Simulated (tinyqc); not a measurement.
Worked calculation: tight binding, kagome lattice. Computed by tinyqc, a small Python program that keeps every step. Settings: t1 = 0.56, t2 = 0.56, delta = 0, bands filled = 1. Command: `OMP_NUM_THREADS=1 python tinyqc.py 28355 28356 out.jsonl` (the two numbers bound the seeds that draw the settings). One thread of a shared host (Intel(R) Xeon(R) Processor @ 2.60GHz), about 0.01 s of CPU time with the checks.

## Bloch Hamiltonian at k

Parameters chosen for this model:
```
parameter     value                unit
t1         0.560000    eV, up triangles
t2         0.560000  eV, down triangles
delta             0        eV on site C
```

k point k (fractions of the reciprocal vectors): [0.270000, -0.170000]

H_AB = -t1 - t2 exp(-i k.a1), H_AC = -t1 - t2 exp(-i k.a2), H_BC = -t1 - t2 exp(i k.(a1 - a2)), H_CC = delta.

H(k) at k (eV), order A, B, C:
$$\begin{pmatrix}
0.000000 & -0.489813+0.555584i & -0.829782-0.490732i \\
-0.489813-0.555584i & 0.000000 & -0.039325-0.206150i \\
-0.829782+0.490732i & -0.039325+0.206150i & 0.000000
\end{pmatrix}$$

## Levels at k

Diagonalise the Hermitian matrix.

eigenvalues (eV): [-1.322359, 0.202359, 1.120000]

weights |c|^2 of the basis functions, order A, B, C:
$$\begin{pmatrix}
0.457742 & 0.002212 & 0.540046 \\
0.220005 & 0.634965 & 0.145031 \\
0.322253 & 0.362823 & 0.314923
\end{pmatrix}$$

## Bloch Hamiltonian at K

k point K (fractions of the reciprocal vectors): [0.333333, 0.666667]

As before.

H(k) at K (eV), order A, B, C:
$$\begin{pmatrix}
0.000000 & -0.280000+0.484974i & -0.280000-0.484974i \\
-0.280000-0.484974i & 0.000000 & -0.280000+0.484974i \\
-0.280000+0.484974i & -0.280000-0.484974i & 0.000000
\end{pmatrix}$$

## Levels at K

As before.

eigenvalues (eV): [-0.560000, -0.560000, 1.120000]

## Bands along a path

The same steps at evenly spaced points between the labelled ones.

Bands along the path (eV):
```
k             band 1     band 2    band 3
G          -2.240000   1.120000  1.120000
G-K 0.20   -2.143171   1.023171  1.120000
G-K 0.40   -1.869426   0.749426  1.120000
G-K 0.60   -1.466099   0.346099  1.120000
G-K 0.80   -1.002928  -0.117072  1.120000
K          -0.560000  -0.560000  1.120000
K-M 0.20   -0.749426  -0.370574  1.120000
K-M 0.40   -0.906099  -0.213901  1.120000
K-M 0.60   -1.023171  -0.096829  1.120000
K-M 0.80   -1.095525  -0.024475  1.120000
M          -1.120000          0  1.120000
M-K' 0.20  -1.095525  -0.024475  1.120000
M-K' 0.40  -1.023171  -0.096829  1.120000
M-K' 0.60  -0.906099  -0.213901  1.120000
M-K' 0.80  -0.749426  -0.370574  1.120000
K'         -0.560000  -0.560000  1.120000
```

With 1 band(s) filled, the highest filled level on these points lies at K and the lowest empty one at K: the bands touch or overlap, so there is no gap.
